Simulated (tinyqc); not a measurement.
Donor in an ellipsoidal valley (Kohn-Luttinger variational method): one step, computed by the program tinyqc.

H = -(d^2/dx^2 + d^2/dy^2) - gamma d^2/dz^2 - 2/r in units built on m_t, with gamma = m_t/m_l and z along the valley axis. One valley; no valley-orbit or central-cell term.

Problem. Energy at a trial ratio. Trial function exp(-sqrt((x^2 + y^2)/a^2 + z^2/b^2)) with beta = b/a < 1: E = t/a^2 - u/a, t = (2 + gamma/beta^2)/3, u = 2 arcsin(sqrt(1 - beta^2))/sqrt(1 - beta^2); the best a is 2 t/u and E(beta) = -u^2/(4 t).

Inputs (values chosen for the exercise, for a model semiconductor): trial ratio b/a = 0.92.

gamma = 0.6210938

Give: t; u; best a; E(beta).

Solution.

t = 0.9113

u = 2.055

best a = 0.8868 a*

E(beta) = -1.159 Ry*
